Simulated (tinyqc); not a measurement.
Optical gain and spontaneous emission in a bulk direct-gap semiconductor, step by step. Values are carried at full precision from step to step, so a last printed digit may differ when a step is redone from the rounded ones.

F_j(eta) = (1/Gamma(j + 1)) integral_0^infinity x^j dx/(1 + exp(x - eta)), which tends to exp(eta) for eta << 0.

Quasi-Fermi levels: n = Nc F_1/2(Fc/kT) and p = Nv F_1/2(Fv/kT), Fc counted up from the conduction edge and Fv down from the valence edge; Nc, Nv from N = 2 (m kB T/(4 pi c))^(3/2) with c = hbar^2/2m0, in 1/angstrom^3; times 1e24 for 1/cm^3, with me and (mhh^(3/2) + mlh^(3/2))^(2/3).

Constants: hbar^2/2m0 = 3.80998211 eV angstrom^2; kB = 8.617333262e-05 eV/K; fine-structure constant alpha = 0.007297352564; hbar = 6.58211957e-16 eV s; hbar c = 1973.269805 eV angstrom.

Inputs chosen for the exercise (near those of GaN; shifted at random, so the results belong to these values and not to a real crystal): me = 0.2008 m0 (electron mass); mhh = 1.463 m0 (heavy-hole mass); mlh = 0.3134 m0 (light-hole mass); n = 2.6e+19 1/cm^3 (injected density, n = p); T = 400 K; Eg = 3.354 eV (direct gap); Ep = 16.8 eV (Kane energy); nr = 2.58 (refractive index); E = 3.393 eV (photon energy).

## Quasi-Fermi levels

Solve for Fc and Fv.

kT = 0.034469 eV
Nc = 3.476e+18 1/cm^3
Nv = 7.515e+19 1/cm^3
Fc = 0.1527 eV
Fv = -0.0324 eV
Fc + Fv = 0.1203 eV

The separation of the quasi-Fermi levels exceeds the gap, so photons between Eg and Eg + (Fc + Fv) see gain. The quasi-Fermi level of the electrons lies inside the band, that of the holes in the gap.

## Absorption of the empty crystal

Parabolic bands, vertical transitions, no excitons. For each hole band j: mr = me mj/(me + mj); joint density of states J_j(E) = (mr/c)^(3/2) sqrt(E - Eg)/(2 pi^2), both spins, c = hbar^2/2m0; averaged matrix element |e.p|^2 = m0 Ep/6; alpha_j(E) = 4 pi^2 alpha_f c Ep J_j/(3 nr E) in 1/angstrom (alpha_f the fine-structure constant, listed as alpha among the constants), times 1e8 for 1/cm.

Evaluate at E for heavy and light holes.

mr, J and alpha of each hole band:

| hole | mr (m0) | J (1/(eV angstrom^3)) | alpha (1/cm) |
|---|---|---|---|
| heavy | 0.17657 | 9.981e-05 | 7008.3 |
| light | 0.12239 | 5.760e-05 | 4044.3 |

The heavy-hole band gives 63 % of the total, 11053 1/cm.

## Occupations and gain at E

For band j the electron sits at Ee = (E - Eg) mr/me above its edge and the hole at Eh = (E - Eg) mr/mj; fe = 1/(1 + exp((Ee - Fc)/kT)), fh = 1/(1 + exp((Eh - Fv)/kT)); gain g = sum_j alpha_j (fe + fh - 1).

Use mr and alpha from the table.

Energies, occupations and gain of each hole band:

| hole | Ee (eV) | Eh (eV) | fe | fh | g (1/cm) |
|---|---|---|---|---|---|
| heavy | 0.0343 | 0.0047 | 0.969 | 0.254 | 1563 |
| light | 0.0238 | 0.0152 | 0.977 | 0.201 | 718 |

total gain = 2281 1/cm

E - Eg = 0.0390 eV is below Fc + Fv = 0.1203 eV, so both bands give gain (Bernard-Duraffourg).

## Spontaneous emission

Spontaneous rate: R = integral of (nr E/(hbar c))^2/(pi^2 hbar) sum_j alpha_j fe fh dE, with alpha in 1/cm and (nr E/(hbar c))^2 in 1/cm^2 (1e16 per 1/angstrom^2); B = R/(n p); lifetime n/R.

Integrate over photon energy.

R = 1.55e+28 1/(cm^3 s)
B = 2.29e-11 cm^3/s
radiative lifetime = 1.68 ns

## Checks

- B at n = 1e13 1/cm^3 against the van Roosbroeck-Shockley value from alpha and ni^2 (cm^3/s): both 3.69e-11.

Run: tinyqc, `OMP_NUM_THREADS=1 python tinyqc.py 1682348 1682349 out.jsonl`; Intel(R) Xeon(R) Processor @ 2.30GHz, one thread, shared host; about 0.1 s of CPU time with all checks.
